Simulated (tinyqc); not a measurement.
Electroplating on a thin resistive seed layer: kinetics, Wagner number and the terminal effect across a wafer: one step, computed by the program tinyqc. Command: `OMP_NUM_THREADS=1 python tinyqc.py 3120309 3120310 out.jsonl terminal walk`. One thread of a shared host (Intel(R) Xeon(R) Processor @ 2.30GHz), about 0.03 s of CPU time with the checks.

Current enters the seed at the rim. The bath is treated as a local resistance per area (no lateral flow in the liquid), two electrons per ion, molar volume 7.11 cm^3/mol, Faraday constant F = e N_A, kinematic viscosity 0.01 cm^2/s, omega = 2 pi x rpm/60; k_B T/e is in volts.

Question. Rate, limit and resistances. Growth rate = i V_m/(2 F). Levich limit i_L = 0.62 x 2 F D^(2/3) omega^(1/2) nu^(-1/6) c. Tafel overpotential eta = (k_B T/(alpha e)) ln(i/i_0); kinetic resistance k_B T/(alpha e i); bath resistance h/kappa + plate; R_s = resistivity/t; Wagner number = kinetic resistance x kappa/R.

Inputs (values chosen for the exercise, of the order of those for copper plating from an acid sulfate bath):
```
quantity                               value         unit
wafer radius R                           7.5           cm
seed thickness t                          14           nm
seed resistivity                          22  microohm cm
bath conductivity kappa                0.094         S/cm
gap to the anode h                       5.9           cm
extra resistance of a porous plate         0     ohm cm^2
exchange current density i_0            0.54      mA/cm^2
cathodic transfer coefficient alpha      0.4            -
mean current density                      17      mA/cm^2
diffusivity of the metal ion         5.9e-06       cm^2/s
metal ion concentration                 0.31        mol/L
rotation rate                             30          rpm
temperature T                            298            K
```

Constants: e = 1.602176634e-19 C; N_A = 6.02214076e+23 1/mol; k_B = 8.617333262e-05 eV/K.

Give: growth rate; limiting current i_L; overpotential; kinetic resistance; bath resistance R_b; sheet resistance R_s; Wagner number.

Answer.

growth rate = 375.82 nm/min

limiting current i_L = 46.244 mA/cm^2

overpotential = 221.45 mV

kinetic resistance = 3.7764 ohm cm^2

bath resistance R_b = 62.766 ohm cm^2

sheet resistance R_s = 15.714 ohm/square

Wagner number = 0.047331

Caution: the mean current exceeds 0.3 i_L, so depletion of metal ions, left out of the distribution, matters.
